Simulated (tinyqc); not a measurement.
# Small-signal admittance of a forward-biased p+-n diode: effect of the excess hole density at the junction edge

Holes injected into a neutral base of width wb with an ohmic contact at its end; low injection, p0 far above the equilibrium density. A small voltage v exp(i w t), w = 2 pi f, modulates the edge density by p0 v/Vt, and the small-signal density obeys Dp d2p/dx2 = (1/tau + i w) p.

L = sqrt(Dp tau); direct current J = (q Dp p0/L) coth(wb/L); k = sqrt(1 + i w tau)/L; diffusion admittance Y = (q Dp p0/Vt) k coth(k wb) = G + i w C_diff; junction capacitance C_j = sqrt(q eps0 eps_r Nd/(2 Vr)) in the depletion approximation, with the remaining barrier Vr = Vt ln(Na/p0), a rough value under forward bias; base-width modulation is left out. Measured admittance 1/[Rs + 1/(Y + i w C_j)].

Inputs (values chosen for the exercise); permittivity close to that of gallium arsenide: temperature T = 300 K; relative permittivity eps_r = 12.9; donor density of the base Nd = 3.2e15 cm^-3; hole diffusion coefficient Dp = 6.1 cm^2/s; hole lifetime tau = 3e-9 s; width of the neutral base wb = 0.3 um; acceptor density of the p+ side Na = 1e20 cm^-3; series resistance Rs = 0.00029 ohm cm^2; signal frequency f = 4.7e8 Hz.

Constants: q = 1.602176634e-19 C, kB = 1.380649e-23 J/K, Vt = kB T/q, eps0 = 8.8541878128e-14 F/cm where lengths are in cm. Results are converted to the units shown.

The same in every row: w tau = 8.8593.

Result of one run:
columns A: G (S/cm^2); B: C_diff (uF/cm^2); C: C_j (uF/cm^2); D: measured G (S/cm^2); E: measured C (uF/cm^2); F: phase of the measured Y (degrees)
```
A              B         C       D         E       F
385.79  0.018449  0.029843  351.26  0.039009  18.157
```

Which excess hole density at the junction edge p0 gave this result: 3e8, 3e9, 3e10 or 3e14 cm^-3?

p0 = 3e14 cm^-3.

The whole series:
columns A: p0 (cm^-3); B: G (S/cm^2); C: C_diff (uF/cm^2); D: C_j (uF/cm^2); E: measured G (S/cm^2); F: measured C (uF/cm^2); G: phase of the measured Y (degrees)
```
A             B          C         D       E         F       G
3e8   3.8579e-4  1.8449e-8  0.020661  1.0796  0.020654  88.986
3e9   0.0038579  1.8449e-7  0.021620  1.1856  0.021613  88.936
3e10   0.038579  1.8449e-6  0.022727  1.3446  0.022720  88.852
3e11    0.38579  1.8449e-5  0.024024  1.8465  0.024026  88.509
3e12     3.8579  1.8449e-4  0.025570  5.5247  0.025685  85.834
3e13     38.579  0.0018449  0.027461  40.252  0.028643  64.551
3e14     385.79   0.018449  0.029843  351.26  0.039009  18.157
```

As p0 goes from 3e8 to 3e14, G rises from 3.86e-4 to 386 S/cm^2, C_diff rises from 1.84e-8 to 0.0184 uF/cm^2 and the measured C rises from 0.0207 to 0.0390 uF/cm^2. C_diff stays below C_j.

Numbers from tinyqc (`OMP_NUM_THREADS=1 python tinyqc.py 2890177 2890178 out.jsonl`; about 0.01 s on one thread of a shared Intel Xeon 2.30GHz).
